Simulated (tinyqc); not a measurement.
Spectrum around the gap: Franz-Keldysh effect at a direct gap.

Parabolic bands, vertical transitions, no excitons. For each hole band j: mr = me mj/(me + mj); joint density of states J_j(E) = (mr/c)^(3/2) sqrt(E - Eg)/(2 pi^2), both spins, c = hbar^2/2m0; averaged matrix element |e.p|^2 = m0 Ep/6; alpha_j(E) = 4 pi^2 alpha_f c Ep J_j/(3 nr E) in 1/angstrom (alpha_f the fine-structure constant, listed as alpha among the constants), times 1e8 for 1/cm.

In a field Fd (1 kV/cm = 1e-5 V/angstrom) the electro-optic energy of band j is th = (c (e Fd)^2/mr)^(1/3), and sqrt(E - Eg) in J_j is replaced by pi sqrt(th) [Ai'(b)^2 - b Ai(b)^2] with b = (Eg - E)/th; Ai is the Airy function.

Constants: hbar^2/2m0 = 3.80998211 eV angstrom^2; fine-structure constant alpha = 0.007297352564.

Values chosen for the exercise (near those of InP; not measured data): Eg = 1.375 eV (direct gap); me = 0.0785 m0 (electron mass); mhh = 0.585 m0 (heavy-hole mass); mlh = 0.0917 m0 (light-hole mass); Ep = 20.5 eV (Kane energy); nr = 3.36 (refractive index); Fd = 140 kV/cm (uniform field).

Absorption (1/cm):

| E - Eg (eV) | alpha(0) | alpha(F) | change |
|---|---|---|---|
| -0.1190 | 0 | 3.076 | 3 |
| -0.0952 | 0 | 13.16 | 13 |
| -0.0714 | 0 | 51.09 | 51 |
| -0.0476 | 0 | 177.2 | 177 |
| -0.0238 | 0 | 538.4 | 538 |
| 0.0000 | 0 | 1404 | 1404 |
| 0.0238 | 4513 | 3073 | -1440 |
| 0.0476 | 6275 | 5515 | -760 |
| 0.0714 | 7559 | 7970 | 411 |
| 0.0952 | 8587 | 9317 | 731 |
| 0.1190 | 9447 | 9483 | 36 |
| 0.1428 | 10187 | 9818 | -369 |
| 0.1904 | 11405 | 1.156e+04 | 156 |
| 0.2380 | 12375 | 1.244e+04 | 62 |

At the gap alpha(F) = 1404 1/cm; 95.2 meV below it 13.2 1/cm remain, the tail falling as exp(-(4/3) b^(3/2)). Among the energies listed the largest rise is 1404 1/cm at E - Eg = 0.0 meV and the largest fall -1440 1/cm at 23.8 meV. It changes sign between 0.0 and 23.8 meV, between 47.6 and 71.4 meV, between 119.0 and 142.8 meV and between 142.8 and 190.4 meV; th is 47.6 meV for heavy holes and 56.1 meV for light holes.

Run: tinyqc, `OMP_NUM_THREADS=1 python tinyqc.py 1650687 1650688 out.jsonl`; Intel(R) Xeon(R) Processor @ 2.30GHz, one thread, shared host; about 0.01 s of CPU time with all checks.
